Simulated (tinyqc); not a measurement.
Solubility, supersaturation, precipitation and gettering of an impurity in a silicon-like host: one step, computed by the program tinyqc. Command: `OMP_NUM_THREADS=1 python tinyqc.py 3011735 3011736 out.jsonl ripen walk`. One thread of a shared host (Intel(R) Xeon(R) Processor @ 2.30GHz), about 0.01 s of CPU time with the checks.

The wafer was saturated at T1 and is then held at T.

Problem. Ham's law for sinks of fixed radius. tau0 = 1/(4 pi n r0 D); C_fixed(t) = C_eq + (C0 - C_eq) exp(-t/tau0). If all excess precipitates, the final radius is r_f = [r0^3 + 3 (C0 - C_eq)/(4 pi n C_p)]^(1/3), with tau_f = 1/(4 pi n r_f D).

Inputs (values chosen for the exercise, modelled on gold in silicon):
```
quantity,value,unit
temperature of saturation T1,1400,K
anneal temperature T,962,K
sink density n,3e+09,1/cm^3
initial sink radius r0,4.3,nm
impurity density in the precipitate C_p,6.1e+22,1/cm^3
anneal time t,30000,s
```

D(T) = 3.367395e-10 cm^2/s

C_eq(T) = 1.797249e+13 1/cm^3

C0 = 3.540175e+16 1/cm^3

Give: tau0; C_fixed(t); final radius r_f; tau_f.

Solution.

tau0 = 1.832e+05 s

C_fixed(t) = 3.006e+16 1/cm^3

final radius r_f = 35.89 nm

tau_f = 21947 s

The sinks grow 8.3 times, so the fixed radius underrates the later rate. Caution: the barrier to homogeneous nucleation is below 35 k_B T for these inputs, so new precipitates would form and outnumber the fixed sinks assumed here.
